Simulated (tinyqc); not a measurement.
# Gate voltage for a given inversion charge

Problem. p-type body, charge-sheet picture, depletion and inversion only, full ionisation (an idealisation for deep acceptors), Boltzmann statistics (rough once Na exp(x - xn) passes about Nc/7). In units of Vt: xg = (Vg - Vfb)/Vt, x = psi/Vt, G = gamma/sqrt(Vt), xn = (2 phiF + Vc)/Vt. The implicit equation is (xg - x)^2 = G^2 [x - 1 + exp(x - xn)] for x above about 3. Cox = eps0 eox/tox. ni = sqrt(Nc Nv) exp(-Eg/(2 Vt)), Eg in volts; phiF = Vt ln(Na/ni); gamma = sqrt(2 q eps0 eps_r Na)/Cox. N_inv = (Cox Vt G/q) [sqrt(x - 1 + exp(x - xn)) - sqrt(x - 1)]. Find x - xn, psi and Vg.

Parameters, values chosen for the exercise; band and dielectric values close to those of 4H silicon carbide:
- T = 350 K (temperature)
- Eg = 3.21 eV (band gap)
- eps_r = 9.56 (relative permittivity)
- Nc = 2.12e19 cm^-3 (conduction-band density of states at T)
- Nv = 3.11e19 cm^-3 (valence-band density of states at T)
- eox = 25.6 (relative permittivity of the gate insulator (close to zirconium oxide))
- tox = 5.1 nm (insulator thickness)
- Na = 6.3e17 cm^-3 (acceptor density)
- Vfb = -0.63 V (flat-band voltage)
- Vc = 0 V (channel-body voltage)

Constants: q = 1.602176634e-19 C, kB = 1.380649e-23 J/K, Vt = kB T/q, eps0 = 8.8541878128e-14 F/cm where lengths are in cm. Results are converted to the units shown.

N_inv = 1.8e11 cm^-2

Answer. N_inv rises steadily with x, so it fixes x; the implicit equation then gives xg directly.

x - xn = 2.104
psi = 3.050 V
Vg = 2.588 V

Program tinyqc, `OMP_NUM_THREADS=1 python tinyqc.py 2122247 2122248 out.jsonl`; Intel Xeon 2.30GHz, shared host, one thread, about 0.01 s.
